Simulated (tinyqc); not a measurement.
From results back to parameters: hole subbands of a hard-walled well, four-band Luttinger model. Two cases, with inputs chosen for the exercise.

Problem. At k = 0 in a hard-walled well HHn = c (g1 - 2 g2)(n pi/L)^2 - Z0 and LHn = c (g1 + 2 g2)(n pi/L)^2 + Z0, c = hbar^2/2m0. Two spacings were computed from hidden g1 and g2.

Constants: hbar^2/2m0 = 3.80998211 eV angstrom^2.

Case 1.

Values chosen (out of a larger set: near those of Ge; not measured data): L = 120 angstrom (well width along [001]); Z0 = -0.0469 eV (shear strain energy).

HH2 - HH1 = 38.386 meV
LH1 - HH1 = -49.512 meV

Case 2.

Values chosen (out of a larger set: near those of Ge; not measured data): L = 105 angstrom (well width along [001]); Z0 = -0.0568 eV (shear strain energy).

HH2 - HH1 = 49.216 meV
LH1 - HH1 = -55.482 meV

Find: u = c (pi/L)^2; g2; g1.
Solution. HH2 - HH1 = 3u (g1 - 2 g2) and LH1 - HH1 = 4 u g2 + 2 Z0.

Case 1.

u = c (pi/L)^2 = 2.611 meV
g2 = 4.24
g1 = 13.38

Case 2.

u = c (pi/L)^2 = 3.411 meV
g2 = 4.26
g1 = 13.33

Computed by tinyqc, one run a case: `OMP_NUM_THREADS=1 python tinyqc.py N N+1 out.jsonl` with N = 1280537, 1280592; one thread of a shared Intel(R) Xeon(R) Processor @ 2.30GHz, about 0.1 s a run at most.
